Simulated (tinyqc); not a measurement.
Inside a calculation. Model: stacked nanosheet transistor, parasitic resistance, capacitance and delay.

Computed by the program tinyqc: `OMP_NUM_THREADS=1 python tinyqc.py 2170013 2170014 out.jsonl`, one thread of a shared Intel Xeon 2.30GHz, about 0.07 s for the whole run. Printed values are rounded.

Ns sheets share one contact on top; each has perimeter p = 2 (Ws + ts) and cross-section A = Ws ts; contact width Wc = Ws + 10 nm, stack height Hs = Ns pv. Sheet 1 is the top one. Contact length Lc = CPP - Lg - 2 Lsp, shared by two neighbouring gates. Source and drain sides are equal. The formulas are first-order estimates, not field solutions.

Inputs (values chosen for the exercise); values close to those of silicon logic devices: temperature T = 300 K; number of sheets Ns = 5; sheet width Ws = 12 nm; sheet thickness ts = 5 nm; vertical pitch of the sheets pv = 14 nm; vertical resistance between sheet levels rv = 118 ohm; contacted gate pitch CPP = 70 nm; gate length Lg = 18 nm; spacer length Lsp = 4 nm; relative permittivity of the spacer ks = 4.5; gate height above the channel stack Hc = 20 nm; contact resistivity rc = 6e-10 ohm cm^2; resistivity of the source-drain epitaxy re = 0.00026 ohm cm; current-carrying depth of the epitaxy te = 15 nm; resistivity of the extension rx = 0.00056 ohm cm; gate overlap Lov = 1 nm; inversion capacitance Cinv = 3.3 uF/cm^2; injection velocity vx = 1e7 cm/s; apparent mobility mu = 130 cm^2/(V s); threshold at zero drain voltage VT = 0.28 V; barrier lowering dl = 0.037 V/V; subthreshold factor n = 1.27; wire load Cw = 0.36 fF; supply voltage Vdd = 0.65 V.

Constants: q = 1.602176634e-19 C, kB = 1.380649e-23 J/K, eps0 = 8.8541878128e-12 F/m, Vt = kB T/q. Results are converted to the units shown.

## Geometry and resistances

Epitaxy sheet resistance Rsh = re/te, transfer length LT = sqrt(rc/Rsh), contact Rc = [sqrt(rc Rsh)/Wc] coth(Lc/(2 LT)); extension of one sheet Rx = rx Lsp/A. Effective width N p; for equal currents and rv = 0 one side has Rc + Rx/N.

Lc = 44 nm
effective width = 170 nm
Rsh = 173.333 ohm
LT = 18.6052 nm
Rc = 176.988 ohm
Rx = 373.333 ohm
one side times effective width = 42.7813 ohm um

Lc/2 is 1.2 transfer lengths, and Rc is 43 % above the area limit rc/(Wc Lc/2). The contact makes up 70.3 % of one side.

## Capacitances

With N sheets: gate Cg = Cinv p N Lg; per side, plate Cp = ks eps0 [Wc (Hs + Hc) - N A]/Lsp, top fringe Cf = (2/pi) ks eps0 Wc ln(1 + Lg/(2 Lsp)), overlap Co = Cinv p N Lov. Cs = Cp + Cf + Co. An inverter of two such devices driving an equal one has the load CL = 2 (Cg + 2 Cs) + 4 Cs + Cw (its own drains counted twice for the Miller effect).

Cg = 100.980 aF
Cp = 16.7344 aF
Cf = 0.657735 aF
Co = 5.61 aF
CL = 745.977 aF

The channel capacitance gives 27.1 % of CL, the parasitic parts 24.7 % and the wire 48.3 %.

## Iteration 1: sheet currents at Vgs = Vdd, Vds = Vdd/2

I at the start (uA): sheet 1 0, sheet 2 0, sheet 3 0, sheet 4 0, sheet 5 0

One sheet: I = p Q vx u/(1 + |u|^1.8)^(1/1.8), Q = Cinv n Vt ln(1 + exp((Vg' - VT + dl Vd')/(n Vt))), u = Vd' mu/(vx Lg), Vg' = Vgs - v, Vd' = Vds - 2 v, with the drop on each side v_j = Rc sum I + rv (sum over levels k = 2..j of the current of sheets k..Ns) + Rx I_j. I(new) = I(out).

drop v (mV): sheet 1 0, sheet 2 0, sheet 3 0, sheet 4 0, sheet 5 0
I(out) (uA): sheet 1 38.4630, sheet 2 38.4630, sheet 3 38.4630, sheet 4 38.4630, sheet 5 38.4630
I after iteration 1 (uA): sheet 1 38.4630, sheet 2 38.4630, sheet 3 38.4630, sheet 4 38.4630, sheet 5 38.4630

## Iteration 2: sheet currents at Vgs = Vdd, Vds = Vdd/2

As before.

drop v (mV): sheet 1 48.3970, sheet 2 66.5515, sheet 3 80.1674, sheet 4 89.2446, sheet 5 93.7833
I(out) (uA): sheet 1 30.6348, sheet 2 27.2581, sheet 3 24.4712, sheet 4 22.4571, sheet 5 21.3950
I after iteration 2 (uA): sheet 1 30.6348, sheet 2 27.2581, sheet 3 24.4712, sheet 4 22.4571, sheet 5 21.3950

## Course of the iteration: sheet currents at Vgs = Vdd, Vds = Vdd/2

Stop when the largest change of I is below 1e-6 uA, or after 80 iterations.

Course of the iteration:

| iteration | total I (uA) | largest \|change\| of one entry (uA) |
|---|---|---|
| 1 | 192.315 | 38.5 |
| 2 | 126.216 | 17.1 |
| 3 | 153.199 | 7.61 |
| 4 | 142.580 | 3.01 |
| 5 | 146.857 | 1.22 |
| 6 | 145.147 | 0.489 |
| 7 | 145.833 | 0.196 |
| 8 | 145.558 | 0.0787 |
| 9 | 145.668 | 0.0316 |
| ... | ... | ... |
| 13 | 145.638 | 8.15e-4 |
| 14 | 145.636 | 3.27e-4 |
| 15 | 145.637 | 1.31e-4 |
| 16 | 145.637 | 5.25e-5 |
| 17 | 145.637 | 2.11e-5 |
| 18 | 145.637 | 8.44e-6 |
| 19 | 145.637 | 3.38e-6 |
| 20 | 145.637 | 1.36e-6 |
| 21 | 145.637 | 5.44e-7 |

Converged in 21 iterations. At the end each change is about 0.40 times the one before: linear convergence. The bottom sheet carries 82.8 % of the current of the top one.

## Effective current, delay and energy

IH = I(Vdd, Vdd/2) = 145.637 uA
IL = I(Vdd/2, Vdd), solved likewise = 32.9479 uA

Ieff = (IH + IL)/2, delay CL Vdd/(2 Ieff), energy CL Vdd^2, with CL the load of an inverter that drives an equal one.

Ieff = 89.2923 uA
delay = 2.71516 ps
energy = 315.175 aJ

Without any series resistance Ieff would be 116 uA, so the resistances cost 23.0 %.
